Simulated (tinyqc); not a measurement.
Decay of LO phonons and the hot-phonon bottleneck in the cooling of electrons: one step, computed by the program tinyqc. Command: `OMP_NUM_THREADS=1 python tinyqc.py 3006545 3006546 out.jsonl hotphonon walk`. One thread of a shared host (Intel(R) Xeon(R) Processor @ 2.30GHz), about 0.01 s of CPU time with the checks.

n(E, T) = 1/(exp(E/(k_B T)) - 1) is the Bose occupation. Electrons have a temperature T_e; the LO modes within their reach share one occupation N; the decay products stay at the lattice temperature.

Problem. Electron and phonon temperatures in closed form. Net emission per electron: [(N + 1) x - N]/tau_sp with x = exp(-hbar omega/(k_B T_e)), a simple two-level balance; steady state of the modes: n [(N + 1) x - N]/tau_sp = N_m (N - N_0)/tau; power per electron P = hbar omega [(N + 1) x - N]/tau_sp. With p = P tau_sp/(hbar omega): N = N_0 + r p and x = (p + N)/(N + 1); without hot phonons N = N_0. The mode temperature T_LO solves n(hbar omega, T_LO) = N.

Inputs (values chosen for the exercise, modelled on indium arsenide):
```
quantity                         value    unit
LO energy hbar omega                30     meV
lattice temperature T              250       K
electron mass m*                0.0256     m_0
electron density n             1.2e+18  1/cm^3
power supplied per electron P      5.8      nW
```

Decay channel: two unequal phonons (Ridley).

emission time tau_sp = 216.7590 fs

equilibrium LO occupation N_0 = 0.3305709

bottleneck ratio r = 0.7309854

Constants: e = 1.602176634e-19 C; k_B = 8.617333262e-05 eV/K.

Give: reduced power p; LO occupation N; electron temperature T_e; T_e without hot phonons; mode temperature T_LO.

Solution.

reduced power p = 0.2616

LO occupation N = 0.5218

electron temperature T_e = 524.2 K

T_e without hot phonons = 430.0 K

mode temperature T_LO = 325.2 K

Caution: the electrons are degenerate; Pauli blocking and the Fermi energy, left out here, matter.
